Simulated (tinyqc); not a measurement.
Charge needed for a dipole step.

Two sheets of opposite charge dd apart with permittivity ei give the step D = q N dd/(eps0 ei).

Parameters, values chosen for the exercise: relative permittivity inside the dipole layer ei = 4.6; thickness of the dipole layer dd = 0.18 nm.

Constants: q = 1.602176634e-19 C, eps0 = 8.8541878128e-14 F/cm where lengths are in cm. Results are converted to the units shown.

Result of one run:
```
N (cm^-2)	D (V)	field (MV/cm)	moment (debye/nm^2, 1 D = 3.33564e-30 C m)
2.9e14	2.0534	114.08	25.073
```

What becomes of these results when the charge in each sheet N is changed from 2.9e14 to 6.8e12 cm^-2, all else the same?

Result of the changed run:
```
N (cm^-2)	D (V)	field (MV/cm)	moment (debye/nm^2, 1 D = 3.33564e-30 C m)
6.8e12	0.048149	2.6749	0.58791
```

The whole series:
```
N (cm^-2)	D (V)	field (MV/cm)	moment (debye/nm^2, 1 D = 3.33564e-30 C m)
1e12	0.0070807	0.39337	0.086458
2.7e12	0.019118	1.0621	0.23344
6.8e12	0.048149	2.6749	0.58791
1.7e13	0.12037	6.6873	1.4698
4.5e13	0.31863	17.702	3.8906
1.1e14	0.77888	43.271	9.5103
2.9e14	2.0534	114.08	25.073
```

D is proportional to N, 0.1 V for 1.41e13 cm^-2. The same sheet as an uncompensated charge under 1 nm of a dielectric of permittivity 3.9 would shift the flat band by 0.655 V, and that shift would grow with thickness, which a dipole step does not. For N = 1.1e14, 2.9e14 the field exceeds 20 MV/cm; it acts over one bond length, where the sheet picture is only a bookkeeping device.

Numbers from tinyqc (`OMP_NUM_THREADS=1 python tinyqc.py 2410090 2410091 out.jsonl`; about 0.01 s on one thread of a shared Intel Xeon 2.30GHz).
